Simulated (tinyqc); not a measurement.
Comparisons within one model: tunnelling through a thin dielectric with one trap, as a tight-binding chain. A value that a table varies takes the place of the one given here.

Hopping -t everywhere, t = c/(m a^2), c = hbar^2/2m0; lead sites at 2t (band bottom 0), barrier sites 1 to N at 2t + phi, and site j has U besides. No voltage. Leads give S = -t exp(ika) on sites 1 and N, cos(ka) = 1 - E/(2t). T = (2 t sin(ka))^2 |G_1N|^2, G = (E - H - S)^-1. In the barrier cosh(q a) = 1 + (phi - E)/(2t).

Resonance: the lowest eigenvalue of H + S(E), iterated until its real part equals E (40 rounds from Eb = phi + 2t - sqrt(4t^2 + U^2), the level in an endless barrier). With v the normalised squared amplitudes of that state, Gamma_L = 2 t sin(ka) v_1, Gamma_R = 2 t sin(ka) v_N; Breit-Wigner T = Gamma_L Gamma_R/((E - Er)^2 + (Gamma_L + Gamma_R)^2/4).

Constants: hbar^2/2m0 = 3.80998211 eV angstrom^2.

Inputs chosen for the exercise (barrier and mass of the size used for SiO2 on silicon; not measured data):
```
symbol  value  unit      meaning
a       2      angstrom  site spacing
m       0.46   m0        mass, the same in leads and barrier
phi     3.09   eV        conduction edge of the barrier above that of the leads
N       9                barrier sites
j       7                site of the trap
U       -5.14  eV        extra energy on the trap site
E       0.33   eV        electron energy
```

## Transmission around the level

Er = 0.61981 eV

widths (meV): left 0.0089349, right 37.715

Energies Er + x (Gamma_L + Gamma_R).

T:
```
x     E (eV)     chain  Breit-Wigner   no trap
-8.0  0.3180  9.98e-07      3.69e-06  4.72e-09
-3.0  0.5066  1.67e-05      2.56e-05  1.26e-08
-1.0  0.5821  0.000168      0.000189  1.79e-08
-0.5  0.6010  0.000450      0.000474  1.95e-08
0.0   0.6198  0.000947      0.000947  2.12e-08
0.5   0.6387  0.000512      0.000474  2.31e-08
1.0   0.6575  0.000223      0.000189  2.51e-08
3.0   0.7330  4.03e-05      2.56e-05  3.48e-08
8.0   0.9216  1.15e-05      3.69e-06  7.73e-08
```

At Er the chain gives 0.000947, 4.47e+04 times the value without trap, and Breit-Wigner 0.000947. In the wings the single pole gives 3.69 times the chain value at x = -8 and 0.321 times at x = 8, because the widths and the level shift change with energy.

## Where a trap does most harm

The trap is moved through the barrier. The area under the resonance, 2 pi Gamma_L Gamma_R/(Gamma_L + Gamma_R), sets the current through it.

Against position:
```
j  Er (eV)  Gamma_L (meV)  Gamma_R (meV)      peak  area (meV)
3   0.6198           37.7        0.00893  0.000947      0.0561
4   0.6292           4.78         0.0740    0.0600       0.458
5   0.6302          0.596          0.596      1.00        1.87
6   0.6292         0.0740           4.78    0.0600       0.458
7   0.6198        0.00893           37.7  0.000947      0.0561
```

The area is largest at j = 5 (1.87 meV) and 33.4 times smaller at j = 3: the slower of the two steps limits the current, so traps in the middle carry most. Each site towards a lead multiplies its width by about 8.02, close to exp(2 q a) = 8.04 at Eb.

## Direct against trap-assisted paths

N odd, the trap in the middle, j = (N + 1)/2. Direct T is that without trap at the energy Er; area = 2 pi Gamma_L Gamma_R/(Gamma_L + Gamma_R). The exponents are the slopes of the logarithms between the last two rows, per angstrom.

Against thickness:
```
N   N a (angstrom)  Er (eV)  direct T  area (meV)
5             10.0   0.6084  8.70e-05         116
7             14.0   0.6279  1.42e-06        15.0
9             18.0   0.6302  2.22e-08        1.87
11            22.0   0.6305  3.44e-10       0.233
13            26.0   0.6305  5.33e-12      0.0290
15            30.0   0.6305  8.25e-14     0.00361
17            34.0   0.6305  1.28e-15    0.000449
```

exponents (1/angstrom): direct 1.0421, through the trap 0.5210

The direct path falls as exp(-1.042 d) and the path through a central trap as exp(-0.521 d), 2.00 times more slowly, since each step crosses half the layer. From 5 to 17 sites the first loses 10.8 decades and the second 5.4: in thicker layers even few traps rule the leakage. Inelastic capture with phonons is left out.

## What each parameter does

Resonance and log10 T at E. Each row changes one parameter from the base and keeps the others.

Results:
```
case           Er (eV)  Gamma_L (meV)  Gamma_R (meV)  log10 T
base            0.6198       0.008935          37.71   -5.939
m = 0.423 m0    0.7478        0.02083          52.66   -5.935
phi = 3.19 eV   0.7212       0.009310          39.24   -6.324
N = 10          0.6292       0.009199          4.780   -6.923
j = 6           0.6292        0.07396          4.780   -5.969
U = -4.986 eV   0.7403        0.01227          42.86   -6.244
```

The largest shifts from the base row, up to three for each result and ties (the steps differ in size, so this ranks the rows, not the parameters). Er (eV): m +0.1280, U +0.1205, phi +0.1014. Gamma_L (meV): j +0.0650, m +0.0119, U +0.00334. Gamma_R (meV): j -32.9, N -32.9, m +14.9. log10 T: N -0.985, phi -0.385, U -0.306.

Computed by tinyqc, a small Python program: `OMP_NUM_THREADS=1 python tinyqc.py 1482622 1482623 out.jsonl` (the numbers bound the seed that draws the inputs); one thread of a shared host (Intel(R) Xeon(R) Processor @ 2.30GHz), about 0.1 s for the whole set of steps.
